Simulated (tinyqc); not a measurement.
Electron continuity equation in a given potential, Scharfetter-Gummel discretisation: one step of the calculation.

Steady state in one dimension: J = q mu n E + q D dn/dx with E = -dpsi/dx and D = mu Vt, dJ/dx = q (n/tau - G), fixed densities nL and nR at the ends. The potential is given, psi = U x/L - Ub exp(-((x/L - xb)/sb)^2), and is not changed by the electrons.

Question. Densities and current. B(d_i) and B(-d_i) are the Bernoulli factors of the potential steps, b and f the diagonal and right side. Solve B(-d_(i-1)) n_(i-1) + b_i n_i + B(d_i) n_(i+1) = f_i (end values already in f), then J_i = (q D/h) [n_(i+1) B(d_i) - n_i B(-d_i)], h = L/9, D = mu Vt.

Values chosen for this exercise; mobility close to that of indium phosphide at room temperature:
```
symbol,value,unit,meaning
T,300,K,temperature
mu,4950,cm^2/(V s),electron mobility
L,0.2,um,length of the region
nL,1.8e13,cm^-3,density at x = 0
nR,3.8e12,cm^-3,density at x = L
```

Constants: q = 1.602176634e-19 C, kB = 1.380649e-23 J/K, Vt = kB T/q. Results are converted to the units shown.

| interval | B(d_i) | B(-d_i) |
|---|---|---|
| 0 | 0.49650286 | 1.7645837 |
| 1 | 1.0291372 | 0.97141800 |
| 2 | 3.3800662 | 0.13120929 |
| 3 | 0.75113391 | 1.2985652 |
| 4 | 0.013494954 | 6.1325441 |
| 5 | 0.11559180 | 3.5363879 |
| 6 | 0.41100573 | 1.9865567 |
| 7 | 0.46370069 | 1.8443360 |
| 8 | 0.46519024 | 1.8405796 |

| node | diagonal b | right side f (cm^-3) |
|---|---|---|
| 1 | -1.5620430 | -3.1897572e13 |
| 2 | -1.2544686 | -1.3506526e11 |
| 3 | -4.7727535 | -1.3506526e11 |
| 4 | -6.9778001 | -1.3506526e11 |
| 5 | -3.6440050 | -1.3506526e11 |
| 6 | -2.1962706 | -1.3506526e11 |
| 7 | -2.3494639 | -1.3506526e11 |
| 8 | -2.3984024 | -1.9027882e12 |

Give: n; J.

Answer.

| node | n (cm^-3) |
|---|---|
| 0 | 1.800e13 |
| 1 | 4.593e13 |
| 2 | 3.871e13 |
| 3 | 1.129e12 |
| 4 | 2.303e11 |
| 5 | 4.576e11 |
| 6 | 1.040e12 |
| 7 | 1.289e12 |
| 8 | 1.784e12 |
| 9 | 3.800e12 |

| interval | J (A/cm^2) |
|---|---|
| 0 | -82.67 |
| 1 | -44.03 |
| 2 | -11.66 |
| 3 | -11.93 |
| 4 | -12.97 |
| 5 | -13.82 |
| 6 | -14.17 |
| 7 | -14.29 |
| 8 | -13.99 |

Range of the model: The drift velocity mu E exceeds 1e7 cm/s somewhere, where real mobilities no longer stay constant.

Numbers from tinyqc (`OMP_NUM_THREADS=1 python tinyqc.py 2220004 2220005 out.jsonl`; about 0.01 s on one thread of a shared Intel Xeon 2.30GHz).
